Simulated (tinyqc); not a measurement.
Bond length, ionicity and dielectric constant: Penn model of the dielectric constant and Phillips ionicity.

n = 32/a^3; Ep^2 = 8 pi c e2 n with c = hbar^2/2m0, e2 = e^2/(4 pi eps0); EF = c (3 pi^2 n)^(2/3); eps = 1 + (Ep/Eg)^2 S with S = 1 - Eg/(4 EF) + (Eg/(4 EF))^2/3, Eg the Penn gap. Core d shells are left out.

Phillips: bond length d = sqrt(3) a/4; homopolar gap Eh = 39.74 d^(-2.48) eV (d in angstrom); Eg^2 = Eh^2 + C^2; ionicity fi = C^2/Eg^2.

Constants: hbar^2/2m0 = 3.80998211 eV angstrom^2; e^2/(4 pi eps0) = 14.39964547 eV angstrom.

Each case gives a and C, chosen for the exercise.

Results:
```
case          a (angstrom)  C (eV)  Eh (eV)  Eg (eV)  Ep (eV)    eps     fi
near diamond         3.570    0.00    13.49    13.49    31.14   5.73  0.000
near GaSb            6.118    2.01     3.55     4.08    13.88  11.43  0.243
near InAs            6.035    2.59     3.67     4.49    14.17   9.88  0.333
near Ge              5.647    0.00     4.33     4.33    15.65  12.90  0.000
near InSb            6.496    2.09     3.06     3.70    12.69  11.53  0.318
near InP             5.885    3.62     3.91     5.33    14.71   7.72  0.462
```

eps runs from 5.73 (near diamond) to 12.90 (near Ge). Eg varies by a factor 3.64 and Ep by 2.45; the order of eps is not simply the reverse order of Eg, since Ep varies too. Without the d-shell correction the model runs low for the heavier compounds.

Program tinyqc; command `OMP_NUM_THREADS=1 python tinyqc.py 1650858 1650859 out.jsonl`; about 0.01 s on one thread of a shared Intel(R) Xeon(R) Processor @ 2.30GHz.
